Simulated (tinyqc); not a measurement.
## Delay unit and parasitic delay from two ring oscillators

Problem. A ring of 11 inverters oscillates at 1/(2 x 11 d), with stage delay d = tau (h + p) for fan-out h. Find tau, p and the delay at fan-out 4.

frequencies of 11-stage ring oscillators with fan-out 1 and 5 (GHz): 4.5120653  1.6472619

Solution. d is a straight line in h with slope tau and intercept tau p.

tau = 4.380 ps
p = 1.300
delay at fan-out 4 = 23.21 ps

Program tinyqc, `OMP_NUM_THREADS=1 python tinyqc.py 2082148 2082149 out.jsonl`; Intel Xeon 2.30GHz, shared host, one thread, about 0.01 s.
